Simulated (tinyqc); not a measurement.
From results back to parameters: averaged masses of warped heavy- and light-hole bands. Three cases, with inputs chosen for the exercise.

Problem. For B along [111] the central orbits have s = 1/4 all round, so the cyclotron masses are 1/(g1 -/+ sqrt(g2^2 + 3 g3^2)). They are given with the heavy-hole mass along [100], 1/(g1 - 2 g2); g2 and g3 are positive.

Case 1.

heavy and light cyclotron mass for B along [111]; heavy mass along [100] (m0): 0.8715393  0.1579129  0.4761905

Case 2.

heavy and light cyclotron mass for B along [111]; heavy mass along [100] (m0): 0.5546991  0.1462583  0.2747253

Case 3.

heavy and light cyclotron mass for B along [111]; heavy mass along [100] (m0): 0.8514192  0.1556301  0.4629630

Find: g1; sqrt(g2^2 + 3 g3^2); g2; g3.

Solution. The mean of the two inverse cyclotron masses is g1 and half their difference is the root; g2 = (g1 - 1/m[100])/2, and g3 follows.

Case 1.

g1 = 3.74
sqrt(g2^2 + 3 g3^2) = 2.593
g2 = 0.82
g3 = 1.42

Case 2.

g1 = 4.32
sqrt(g2^2 + 3 g3^2) = 2.517
g2 = 0.34
g3 = 1.44

Case 3.

g1 = 3.80
sqrt(g2^2 + 3 g3^2) = 2.625
g2 = 0.82
g3 = 1.44

Computed by tinyqc, one run a case: `OMP_NUM_THREADS=1 python tinyqc.py N N+1 out.jsonl` with N = 1051138, 1051152, 1051155; one thread of a shared Intel(R) Xeon(R) Processor @ 2.30GHz, about 0.03 s a run at most.
